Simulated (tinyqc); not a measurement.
Inside a calculation: finite square well with mass mismatch (envelope functions). Values are carried at full precision from step to step, so a last printed digit may differ when a step is redone from the rounded ones.

A square well of width L and depth V0, mass mw inside and mb outside, energies from the bottom of the well, c = hbar^2/2m0. k = sqrt(mw E/c), kappa = sqrt(mb (V0 - E)/c). psi and psi'/m are continuous at the walls (BenDaniel-Duke), so level n solves k L + 2 atan[(k/mw)/(kappa/mb)] = n pi.

Constants: hbar^2/2m0 = 3.80998211 eV angstrom^2.

Values chosen for the exercise (near those of the light valleys of a Si film in SiO2; not measured data):
- L = 31 angstrom (well width)
- V0 = 3.275 eV (barrier height)
- mw = 0.189 m0 (mass in the well)
- mb = 0.483 m0 (mass in the barrier)
- alpha_w = 0.5 1/eV (non-parabolicity in the well)
- alpha_b = 0.15 1/eV (non-parabolicity in the barrier)

## How many levels are bound

At E = V0 the arctangent equals pi/2, so level n is bound if k0 L > (n - 1) pi with k0 = sqrt(mw V0/c). Compare with the infinitely deep well, E1(hard) = c (pi/L)^2/mw.

k0 = 0.40306 1/angstrom
k0 L/pi = 3.9773
number of bound levels = 4
E1(hard) = 0.2070 eV

The count does not depend on mb. One more level binds at L = 31.2 angstrom.

## The lowest level by bisection

f(E) = k L + 2 atan[(k/mw)/(kappa/mb)] - pi rises with E. Twelve halvings of [0, V0]: keep the half in which f changes sign.

Bisection:
```
step  low (eV)  high (eV)  midpoint (eV)        k    kappa        f
1      0.00000    3.27500        1.63750  0.28501  0.45562   7.7173
2      0.00000    1.63750        0.81875  0.20153  0.55802   4.5966
3      0.00000    0.81875        0.40937  0.14250  0.60273   2.3631
4      0.00000    0.40937        0.20469  0.10077  0.62388   0.7651
5      0.00000    0.20469        0.10234  0.07125  0.63420  -0.3736
6      0.10234    0.20469        0.15352  0.08727  0.62906   0.2450
7      0.10234    0.15352        0.12793  0.07966  0.63163  -0.0485
8      0.12793    0.15352        0.14072  0.08355  0.63035   0.1017
9      0.12793    0.14072        0.13433  0.08163  0.63099   0.0275
10     0.12793    0.13433        0.13113  0.08065  0.63131  -0.0102
11     0.13113    0.13433        0.13273  0.08114  0.63115   0.0087
12     0.13113    0.13273        0.13193  0.08090  0.63123  -0.0007
```

After twelve halvings the bracket is V0/4096 = 0.800 meV wide.

## Bound levels

Solve the condition for each n (six at most). With A = cos(kL/2) for even and sin(kL/2) for odd levels, the probability in the barriers is Pb = (A^2/kappa)/(A^2/kappa + L/2 +/- sin(kL)/(2k)), + for even.

Levels:
```
n  parity  E (eV)  k (1/angstrom)  kappa (1/angstrom)      Pb
1    even  0.1320         0.08092             0.63123  0.0080
2     odd  0.5355         0.16299             0.58931  0.0298
3    even  1.2255         0.24657             0.50972  0.0635
4     odd  2.2029         0.33057             0.36866  0.1206
```

The lowest level lies at 64 % of the infinite-well value and decays into the barrier over 1/kappa = 1.6 angstrom. Above about 0.5 eV (from level 2 on) a parabolic band is a rough model.

## Mass in the plane and density of states

To first order in the in-plane energy, 1/m_par = (1 - Pb)/mw + Pb/mb for each subband. Each adds a step D = m_par/(2 pi c) to the density of states per area (spin included, one valley); 1/angstrom^2 = 1e16/cm^2.

Subbands:
```
n  m_par (m0)  D (1e13/(eV cm^2))
1      0.1899               7.934
2      0.1925               8.041
3      0.1966               8.213
4      0.2040               8.521
```

The mass is taken as isotropic here; the valleys of Si are not, and in the plane they have sqrt(ml mt), about 0.42 m0, so their real steps are about twice as large.

## Levels with energy-dependent masses

Non-parabolic bands: mw is replaced by mw (1 + alpha_w E) and mb by mb (1 - alpha_b (V0 - E)), in k, kappa and the matching condition alike.

Solve the same condition with the energy-dependent masses, and list the shift from the parabolic levels that exist in both.

Levels:
```
n  E (eV)  mass inside  mass outside  shift (meV)
1  0.1402       0.2023        0.2559          8.2
2  0.4941       0.2357        0.2815        -41.4
3  0.9593       0.2797        0.3152       -266.3
4  1.4761       0.3285        0.3527       -726.8
5  2.0154       0.3795        0.3917            -
6  2.5599       0.4309        0.4312            -
```

Level 1 moves by +8.2 meV and level 4 by -726.8 meV. The lighter mass deep in the barrier hardens the wall for low levels; the heavier mass in the well wins higher up. The heavier mass inside raises k at E = V0, which binds further levels (2 of them among the six at most that are listed).

## Checks

- Lowest level by finite differences (200 cells across the well) against the matching condition, eV: 0.1319 against 0.1320.

(tinyqc, `OMP_NUM_THREADS=1 python tinyqc.py 1280020 1280021 out.jsonl`, Intel(R) Xeon(R) Processor @ 2.30GHz, 1 thread, shared host, about 0.01 s.)
